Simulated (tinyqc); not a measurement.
Inside a calculation. Model: chemical-mechanical planarisation: Preston law, pattern density and step-height reduction. Computed by tinyqc, a small Python program that keeps every step. Command: `OMP_NUM_THREADS=1 python tinyqc.py 3018224 3018225 out.jsonl cmp walk`. One thread of a shared host (Intel(R) Xeon(R) Processor @ 2.30GHz), about 0.01 s of CPU time with the checks. Intermediate numbers are printed to about 7 digits and carried at full precision; extremes and crossings named in words are read from the listed rows.

A row of 10 cells, repeated periodically, holds raised features that cover a share rho of each cell.

Inputs (values chosen for the exercise, close to those used for oxide polishing): Preston coefficient K = 1.3e-13 1/Pa; pressure P = 40 kPa; platen and carrier speed = 80 rpm; distance between the centres = 15 cm; initial step height h0 = 150 nm; contact height h_c = 21 nm; film above the raised areas z0 = 290 nm; cell size = 2.3 mm; planarisation length = 5.8 mm; polish time t = 11 s.

local pattern densities, cell by cell: [0.2, 0.25, 0.2, 0.8, 0.5, 0.6, 0.25, 0.8, 0.9, 0.25]

## Blanket rate

With equal rotation speeds the relative speed is uniform, v = omega r_c; Preston rate R0 = K P v.

relative speed v = 1.256637 m/s

blanket rate R0 = 6.534513 nm/s

## Effective density

The stiff pad averages the density: rho_eff(i) = sum_j w_ij rho_j / sum_j w_ij, w = exp(-2 d^2/L^2), L the planarisation length and d the distance between cell centres, summed over all periodic images of cell j.

normalised weights (images included) for cells 0, 1, 2, ... apart: [0.3164025, 0.2310210, 0.0899262, 0.0186614, 0.0020684, 0.0002435]

effective densities: [0.3092655, 0.2950141, 0.3872365, 0.5020626, 0.5440280, 0.5285996, 0.5489094, 0.6105169, 0.5853060, 0.4390613]

Local densities span 0.2 to 0.9, effective ones 0.295 to 0.611.

## State at time t

While h > h_c only raised areas polish, at R0/rho_eff, until t_c = rho_eff (h0 - h_c)/R0. After that h = h_c exp(-(t - t_c)/tau), tau = rho_eff h_c/R0; low areas polish at R0 (1 - h/h_c) and raised areas at R0 [1 + (1 - rho_eff) h/(rho_eff h_c)]. Removed from raised areas after t_c: h0 - h_c + R0 (t - t_c) + (1 - rho_eff)(h_c - h); from low areas: R0 (t - t_c) - rho_eff (h_c - h). Film left = z0 less the removal from raised areas.

Cells:
```
cell    rho_eff   t_c (s)  step h (nm)  removed, raised (nm)  removed, low (nm)  film left on raised areas (nm)
1     0.3092655   6.10531      0.15255              175.3844           25.53699                        114.6156
2     0.2950141   5.82397      0.08938              177.5645           27.65389                        112.4355
3     0.3872365   7.64457      1.41656              162.9261           14.34270                        127.0739
4     0.5020626   9.91138     10.69550              141.2446            1.94006                        148.7554
5     0.5440280  10.73984     18.09650              132.0239            0.12044                        157.9761
6     0.5285996  10.43526     15.06059              135.4901            0.55072                        154.5099
7     0.5489094  10.83620     19.13787              130.9103            0.04819                        159.0897
8     0.6105169  12.05242     32.26429              117.7357            0.00000                        172.2643
9     0.5853060  11.55472     27.19306              122.8069            0.00000                        167.1931
10    0.4390613   8.66766      4.02115              153.7648            7.78597                        136.2352
```

range of film left across the row = 59.82880 nm

largest remaining step = 32.26429 nm

thinnest film left = 112.4355 nm

8 of 10 cells have reached contact. The cell with the lowest rho_eff has lost the most film from its raised areas.

## Local against global planarity over time

Times are multiples of h0/R0; the range is the largest minus the smallest removal from raised areas.

Steps and range (nm):
```
multiple     t (s)  largest step  smallest step  range across the row  mean removal from raised areas
0.10       2.29550      125.4307       99.15498              26.27568                         33.5596
0.20       4.59101      100.8613       48.30996              52.55135                         67.1193
0.30       6.88651       76.2920        6.84696              72.21284                         99.6670
0.45      10.32977       39.4379        0.18123              62.55806                        138.4715
0.60      13.77302        8.7370        0.00480              50.72495                        167.5175
0.80      18.36403        0.8417        0.00004              47.65320                        198.6521
1.00      22.95504        0.0811        0.00000              47.35699                        228.7419
1.30      29.84155        0.0024        0.00000              47.32636                        273.7498
1.70      39.02357        0.0000        0.00000              47.32542                        333.7500
```

Local steps shrink to 0.01 nm or less, but the range across the row reaches up to 72.2 nm among these rows and ends at 47.3 nm, against the limit (largest - smallest rho_eff) h0 = 47.3 nm: once flat, all cells polish alike and the difference stays. Evener density (dummy fill), a longer planarisation length or a smaller initial step reduces it. Caution: in the last rows the removal passes z0 somewhere, so they describe a thicker film than the one given.

Checks made by the program: volume removed per cell equals R0 t (relative difference below 1e-10).
